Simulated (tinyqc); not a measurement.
# MOSFET in the linear regime without short-channel effects, parameter extraction from computed curves, step by step

Program tinyqc, `OMP_NUM_THREADS=1 python tinyqc.py 2210149 2210150 out.jsonl`; Intel Xeon 2.30GHz, shared host, one thread, about 0.01 s. Printed values are rounded.

Inversion charge Q = Cox n Vt W0(exp((Vg - VT)/(n Vt))), W0 the Lambert function and n = nf; u = Q/Cox; mobility mu = mu0/(1 + th1 u + th2 u^2); channel resistance Rch = (L - dL)/(W mu Q); Id = Vd/(Rch + Rsd/W). Cox = eps0 eox/tox. Small Vd, no channel-length or drain effects.

Inputs (values chosen for the exercise); channel values of the order met in silicon transistors: temperature T = 300 K; relative permittivity of the gate insulator (close to zirconium oxide) eox = 25.3; insulator thickness tox = 3.3 nm; low-field mobility mu0 = 110 cm^2/(V s); first mobility attenuation factor th1 = 0.74 1/V; second mobility attenuation factor th2 = 0 1/V^2; threshold voltage VT = 0.38 V; body factor nf = 1.09; gate width W = 1 um; drawn gate length L = 0.23 um; drawn less effective length dL = 0.019 um; source plus drain resistance Rsd = 330 ohm um; drain voltage Vd = 0.05 V.

Constants: q = 1.602176634e-19 C, kB = 1.380649e-23 J/K, Vt = kB T/q, eps0 = 8.8541878128e-14 F/cm where lengths are in cm. Results are converted to the units shown.

## Transfer curve

Vg, point 0 to 10 (V): 0.08  0.23  0.38  0.53  0.68  0.83  0.98  1.13  1.28  1.43  1.58

u, mu, Rch and Id as defined.

```
point       u (V)  mu (cm^2/(V s))  Rch (ohm)     Id (uA)
0      6.70287e-7          110.000  4.21574e8  1.18603e-4
1      1.36769e-4          109.989  2.06629e6   0.0241941
2       0.0159813          108.714    17890.7     2.74413
3        0.111294          101.630    2748.12     16.2437
4        0.239677          93.4293    1388.09     29.1021
5        0.376920          86.0100    958.803     38.7957
6        0.517962          79.5204    754.658     46.0975
7        0.661087          73.8649    636.546     51.7306
8        0.805519          68.9187    559.905     56.1858
9        0.950845          64.5682    506.289     59.7879
10        1.09682          60.7182    466.737     62.7559
```

## Threshold and mobility at the peak transconductance

gm_i = (Id_(i+1) - Id_(i-1))/(Vg_(i+1) - Vg_(i-1)); at the point j of largest gm the tangent meets the axis at V_ext = Vg_j - Id_j/gm_j; field-effect mobility gm_j L/(W Cox Vd) with the drawn L.

gm, point 1 to 9 (uS): 9.14672  54.0650  87.8599  75.1733  56.6513  43.1163  33.6276  26.8578  21.9006
j = 3
V_ext = 0.345118 V
field-effect mobility = 59.5378 cm^2/(V s)

V_ext is 35 mV below the model VT, and the mobility so found is 50 % below mu0 L/(L - dL) = 120 cm^2/(V s), the value for the drawn L; attenuation, series resistance and the slow approach of Q to a straight line all lower the peak gm.

## The Y function

Y_i = Id_i/sqrt(gm_i). For Id = beta Vd x/(1 + th x), x = Vg - VT, Y = sqrt(beta Vd) x whatever th. Slope s from points 6 and 9; VT_Y = Vg - Y/s at point 9; beta = s^2/Vd; mobility beta L/(W Cox) with the drawn L; th* = (beta Vd x/Id - 1)/x at point 9.

Y, point 1 to 9 (uA^0.5 V^0.5): 0.00799977  0.373205  1.73297  3.35654  5.15441  7.02031  8.92071  10.8415  12.7757
s = 12.7898 uA^0.5 V^-0.5
VT_Y = 0.431101 V
beta = 3271.58 uA/V^2
mobility from Y = 110.849 cm^2/(V s)
th* = 1.73489 1/V

The mobility from Y is 7.6 % below mu0 L/(L - dL) = 120 cm^2/(V s), which it should reach in deep inversion when th2 = 0. th* compares with th1 + mu0 Cox Rsd/(L - dL) = 1.91 1/V, since series resistance enters like th1. The match is poor here: at these overdrives Q is not yet a straight line in Vg.
